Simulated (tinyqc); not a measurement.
Born-von Karman spring model of a cubic crystal with one atom per cell. From elastic Debye temperature back to radial spring k1L. Computed by tinyqc, a small Python program. Command: `OMP_NUM_THREADS=1 python tinyqc.py 3022292 3022293 out.jsonl springs inv`. One thread of a shared host (Intel(R) Xeon(R) Processor @ 2.30GHz), about 0.2 s of CPU time with the checks.

First neighbours lie at a/2 (1,1,0) (12 of them), second at a (1,0,0) (6), with all permutations and signs; the volume per atom is Omega = a^3/4. Two shells of springs match a real metal only roughly, above all at the zone boundary.

Inputs (values chosen for the exercise, modelled on silver): lattice constant a = 4.09 angstrom; atomic mass M = 107.87 u; transverse spring k1T = -0.1 eV/angstrom^2; radial spring k2L = 0.0099 eV/angstrom^2; transverse spring k2T = -0.01 eV/angstrom^2.

Lattice: fcc.

Constants: 1 eV/angstrom^3 = 160.2176634 GPa; u = 1.6605390666e-27 kg; hbar = 1.054571817e-34 J s; k_B = 1.380649e-23 J/K.

Method:
- [ij,kl] = (1/(2 Omega)) sum_R K_ij R_k R_l; C11 = [xx,xx], C44 = [xx,yy], C12 = 2 [xy,xy] - C44; B = (C11 + 2 C12)/3; Zener ratio A = 2 C44/(C11 - C12). K(R) = kL n n^T + kT (1 - n n^T).
- rho = M/Omega and v = sqrt(C/rho), with C = C11, C44, C44 along [100]; (C11 + C12 + 2 C44)/2, C44, (C11 - C12)/2 along [110]; (C11 + 2 C12 + 4 C44)/3 and twice (C11 - C12 + C44)/3 along [111].
- Christoffel matrix G_xx = C11 n_x^2 + C44 (1 - n_x^2), G_xy = (C12 + C44) n_x n_y, with eigenvalues rho v^2; v_m^-3 is the mean of v^-3 over three branches and all directions (12 Gauss-Legendre points in cos(theta) times 24 angles phi = (j + 1/2) pi/12); q_D = (6 pi^2/Omega)^(1/3); Theta = hbar v_m q_D/k_B.

Problem. A run gave the result below. Find the radial spring k1L, known to lie between 1.1 and 1.9 eV/angstrom^2.

elastic Debye temperature = 227.9817 K

Solution.

Each step takes the trial c = (a f_b - b f_a)/(f_b - f_a), f being the result less the target and a, b, c the logarithms of the listed values; c replaces end b, the old b replaces a if the sign of f changed, and otherwise f_a is halved.

Scan of the range:
```
radial spring k1L (eV/angstrom^2)  elastic Debye temperature (K)
1.10                                                     164.923
1.20                                                     179.023
1.32                                                     194.392
1.45                                                     209.626
1.58                                                     223.729
1.73                                                     238.895
1.90                                                     254.931
```

False position (Illinois rule, in the logarithm of the input) inside the bracket:
```
step    end a    end b    trial  elastic Debye temperature (K)
1     1.58000  1.73000  1.62070                        227.951
2     1.73000  1.62070  1.62100                        227.981
3     1.73000  1.62100  1.62100                        227.982
4     1.62100  1.62100  1.62100                        227.982
```

Elastic Debye temperature rises at every point of a 13-point scan of the range (every second point is shown), so one value fits; it is bracketed by 1.58 and 1.73. Answer: radial spring k1L = 1.621 eV/angstrom^2.
